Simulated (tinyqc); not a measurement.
Worked calculation: conductance of a narrow metal strip with scatterers (square lattice, Green functions). Values are carried at full precision from step to step, so a last printed digit may differ when a step is redone from the rounded ones.

A strip of W sites across with hard walls, site energy 0 and hopping -t. Mode n = 1 to W has profile chi_n(j) = sqrt(2/(W + 1)) sin(n j pi/(W + 1)) and energy en = -2t cos(n pi/(W + 1)); E = en - 2t cos(kn a). With z_n = exp(i kn a) (Im k > 0 for closed modes, |z| < 1) each lead gives the self-energy -t z_n in mode n. One column carries the site energies v, here one foreign atom. In the mode basis V_nm = sum_j chi_n(j) v_j chi_m(j), G = (E - en + 2 t z_n - V)^-1, and t_nm = 2t sqrt(sin(kn a) sin(km a)) G_nm in size for open modes. T = sum |t_nm|^2, conductance (2e^2/h) T.

Constants: e^2/h = 3.874045865e-05 S.

Inputs chosen for the exercise (hopping and spacing of the size met in Cu or Al; the lattice is a model; the results hold for these values, not for the real material):
- t = 1.69 eV (hopping)
- a = 2.84 angstrom (spacing)
- W = 5 (sites across)
- E = -2.46 eV (Fermi energy)
- v = (0, 0, 0, 4.1, 0) eV (site energies in the scattering column)

## Modes at the Fermi energy

For each n: en, cos(kn a) = (en - E)/(2t), z_n and the velocity 2 t a sin(kn a) (zero if closed).

Modes:
```
n  en (eV)  cos(k a)                  z  dE/dk (eV angstrom)
1  -2.9272  -0.13821  -0.13821+0.99040i               9.5071
2  -1.6900   0.22781   0.22781+0.97371i               9.3468
3   0.0000   0.72781   0.72781+0.68578i               6.5829
4   1.6900   1.22781            0.51541               0.0000
5   2.9272   1.59384            0.35274               0.0000
```

3 of 5 modes are open, so the clean strip has a resistance of 4302 ohm, whatever its length.

## The scatterer in the mode basis

Form V_nm.

V (eV):
```
         n=1      n=2  n=3      n=4      n=5
n=1   1.0250  -1.0250    0   1.0250  -1.0250
n=2  -1.0250   1.0250    0  -1.0250   1.0250
n=3        0        0    0        0        0
n=4   1.0250  -1.0250    0   1.0250  -1.0250
n=5  -1.0250   1.0250    0  -1.0250   1.0250
```

A single site couples every mode that has amplitude on it.

## Green function and transmission

E - en + 2 t z_n = 2t (z_n - cos(kn a)). Invert, form |t_nm|^2 = (2t)^2 Im(z_n) Im(z_m) |G_nm|^2 and sum. The added resistance is 1/(2 (e^2/h) T) less the same for the clean strip.

G (1/eV):
```
                 n=1              n=2       n=3              n=4              n=5
n=1  -0.0482-0.2809i   0.0490-0.0181i    0.0000   0.0248+0.0670i  -0.0142-0.0384i
n=2   0.0490-0.0181i  -0.0498-0.2854i    0.0000  -0.0252-0.0681i   0.0145+0.0391i
n=3           0.0000           0.0000  -0.4314i           0.0000           0.0000
n=4   0.0248+0.0670i  -0.0252-0.0681i    0.0000  -0.3222-0.0344i  -0.0535+0.0198i
n=5  -0.0142-0.0384i   0.0145+0.0391i    0.0000  -0.0535+0.0198i  -0.2077-0.0113i
```

|t_nm|^2:
```
        n=1     n=2     n=3  n=4  n=5
n=1  0.9103  0.0301       0    0    0
n=2  0.0301  0.9092       0    0    0
n=3       0       0  1.0000    0    0
n=4       0       0       0    0    0
n=5       0       0       0    0    0
```

T = 2.8797
added resistance = 180 ohm

Mode 2 passes least (0.939) and mode 3 most (1.000); 2.1 % of the transmitted flux changes mode.

## Checks

- Transmitted plus reflected flux against the number of open modes: both 3.00000.

Run: tinyqc, `OMP_NUM_THREADS=1 python tinyqc.py 1451081 1451082 out.jsonl`; Intel(R) Xeon(R) Processor @ 2.30GHz, one thread, shared host; about 0.01 s of CPU time with all checks.
